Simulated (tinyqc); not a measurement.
Free and nearly free electrons in a metal: one step. The sphere against the zone faces. Three cases, with inputs chosen for the exercise.

Question. Take G = (hkl) 2 pi/a for (110), (200) and (211), with the number of equivalent faces. The Bragg plane of G lies at |G|/2 with |G| = (2 pi/a) sqrt(h^2 + k^2 + l^2). Where kF exceeds it, the sphere cuts the plane in a circle of radius sqrt(kF^2 - G^2/4).

Give: Distance and circle for each G.

Case 1.

Values chosen (out of a larger set: near those of W, whose d bands this model ignores; not measured data): a = 3.173 angstrom (bcc lattice constant).

kF = 1.547712 1/angstrom

Answer.

Distance and circle for each G:
```
G      faces  |G|/2 (1/angstrom)  kF/(|G|/2)  circle radius
(110)     12              1.4002      1.1053         0.6594
(200)      6              1.9802      0.7816              -
(211)     24              2.4252      0.6382              -
```

The sphere crosses the (110) faces, so electrons spill into higher zones.

Case 2.

Values chosen (out of a larger set: near those of W, whose d bands this model ignores; not measured data): a = 3.154 angstrom (bcc lattice constant).

kF = 1.557036 1/angstrom

Answer.

Distance and circle for each G:
```
G      faces  |G|/2 (1/angstrom)  kF/(|G|/2)  circle radius
(110)     12              1.4087      1.1053         0.6634
(200)      6              1.9921      0.7816              -
(211)     24              2.4399      0.6382              -
```

The sphere crosses the (110) faces, so electrons spill into higher zones.

Case 3.

Values chosen (out of a larger set: near those of Na; not measured data): a = 4.241 angstrom (bcc lattice constant).

kF = 0.919070 1/angstrom

Answer.

Distance and circle for each G:
```
G      faces  |G|/2 (1/angstrom)  kF/(|G|/2)  circle radius
(110)     12              1.0476      0.8773              -
(200)      6              1.4815      0.6204              -
(211)     24              1.8145      0.5065              -
```

The sphere stays inside the first zone; it reaches 0.877 of the way to the nearest faces.

Computed by tinyqc, one run a case: `OMP_NUM_THREADS=1 python tinyqc.py N N+1 out.jsonl` with N = 1682438, 1682583, 1682736; one thread of a shared Intel(R) Xeon(R) Processor @ 2.30GHz, about 0.01 s a run at most.
